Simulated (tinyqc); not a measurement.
Optical gain and spontaneous emission in a bulk direct-gap semiconductor: one step. Occupations and gain at E. Four cases, with inputs chosen for the exercise.

Task: Use mr and alpha from the table.

For band j the electron sits at Ee = (E - Eg) mr/me above its edge and the hole at Eh = (E - Eg) mr/mj; fe = 1/(1 + exp((Ee - Fc)/kT)), fh = 1/(1 + exp((Eh - Fv)/kT)); gain g = sum_j alpha_j (fe + fh - 1).

Case 1.

Values chosen (near those of GaAs; not measured data): E = 1.47 eV (photon energy); Eg = 1.398 eV (direct gap); me = 0.069 m0 (electron mass); mhh = 0.521 m0 (heavy-hole mass); mlh = 0.0812 m0 (light-hole mass).

mr, J and alpha of each hole band:

| hole | mr (m0) | J (1/(eV angstrom^3)) | alpha (1/cm) |
|---|---|---|---|
| heavy | 0.0609305 | 2.74919e-05 | 4742.872 |
| light | 0.0373023 | 1.31691e-05 | 2271.914 |

Fc = 0.104403 eV
Fv = -0.028445 eV
kT = 0.02585200 eV

Case 2.

Values chosen (near those of InP; not measured data): E = 1.439 eV (photon energy); Eg = 1.37 eV (direct gap); me = 0.0804 m0 (electron mass); mhh = 0.584 m0 (heavy-hole mass); mlh = 0.0928 m0 (light-hole mass).

mr, J and alpha of each hole band:

| hole | mr (m0) | J (1/(eV angstrom^3)) | alpha (1/cm) |
|---|---|---|---|
| heavy | 0.0706707 | 3.36178e-05 | 5138.481 |
| light | 0.0430781 | 1.59991e-05 | 2445.457 |

Fc = 0.102668 eV
Fv = -0.016871 eV
kT = 0.02154333 eV

Case 3.

Values chosen (near those of GaN; not measured data): E = 3.559 eV (photon energy); Eg = 3.515 eV (direct gap); me = 0.2063 m0 (electron mass); mhh = 1.348 m0 (heavy-hole mass); mlh = 0.3134 m0 (light-hole mass).

mr, J and alpha of each hole band:

| hole | mr (m0) | J (1/(eV angstrom^3)) | alpha (1/cm) |
|---|---|---|---|
| heavy | 0.1789181 | 0.000108142 | 7512.742 |
| light | 0.1244072 | 6.27019e-05 | 4355.975 |

Fc = 0.104694 eV
Fv = -0.034175 eV
kT = 0.03016067 eV

Case 4.

Values chosen (near those of InGaAs; not measured data): E = 0.759 eV (photon energy); Eg = 0.738 eV (direct gap); me = 0.0416 m0 (electron mass); mhh = 0.46 m0 (heavy-hole mass); mlh = 0.0503 m0 (light-hole mass).

mr, J and alpha of each hole band:

| hole | mr (m0) | J (1/(eV angstrom^3)) | alpha (1/cm) |
|---|---|---|---|
| heavy | 0.0381499 | 7.35590e-06 | 2390.919 |
| light | 0.0227691 | 3.39167e-06 | 1102.410 |

Fc = 0.134933 eV
Fv = -0.033953 eV
kT = 0.02585200 eV

Give: Energies, occupations and gain of each hole band; total gain.

Result:

Case 1.

Energies, occupations and gain of each hole band:

| hole | Ee (eV) | Eh (eV) | fe | fh | g (1/cm) |
|---|---|---|---|---|---|
| heavy | 0.0636 | 0.0084 | 0.829 | 0.194 | 108 |
| light | 0.0389 | 0.0331 | 0.926 | 0.085 | 25 |

total gain = 133 1/cm

E - Eg = 0.0720 eV is below Fc + Fv = 0.0760 eV, so both bands give gain (Bernard-Duraffourg).

Case 2.

Energies, occupations and gain of each hole band:

| hole | Ee (eV) | Eh (eV) | fe | fh | g (1/cm) |
|---|---|---|---|---|---|
| heavy | 0.0607 | 0.0083 | 0.875 | 0.237 | 577 |
| light | 0.0370 | 0.0320 | 0.955 | 0.094 | 118 |

total gain = 695 1/cm

E - Eg = 0.0690 eV is below Fc + Fv = 0.0858 eV, so both bands give gain (Bernard-Duraffourg).

Case 3.

Energies, occupations and gain of each hole band:

| hole | Ee (eV) | Eh (eV) | fe | fh | g (1/cm) |
|---|---|---|---|---|---|
| heavy | 0.0382 | 0.0058 | 0.901 | 0.210 | 830 |
| light | 0.0265 | 0.0175 | 0.930 | 0.153 | 362 |

total gain = 1192 1/cm

E - Eg = 0.0440 eV is below Fc + Fv = 0.0705 eV, so both bands give gain (Bernard-Duraffourg).

Case 4.

Energies, occupations and gain of each hole band:

| hole | Ee (eV) | Eh (eV) | fe | fh | g (1/cm) |
|---|---|---|---|---|---|
| heavy | 0.0193 | 0.0017 | 0.989 | 0.201 | 453 |
| light | 0.0115 | 0.0095 | 0.992 | 0.157 | 164 |

total gain = 617 1/cm

E - Eg = 0.0210 eV is below Fc + Fv = 0.1010 eV, so both bands give gain (Bernard-Duraffourg).

Computed by tinyqc, one run a case: `OMP_NUM_THREADS=1 python tinyqc.py N N+1 out.jsonl` with N = 1650327, 1650387, 1650444, 1650804; one thread of a shared Intel(R) Xeon(R) Processor @ 2.30GHz, about 0.1 s a run at most.
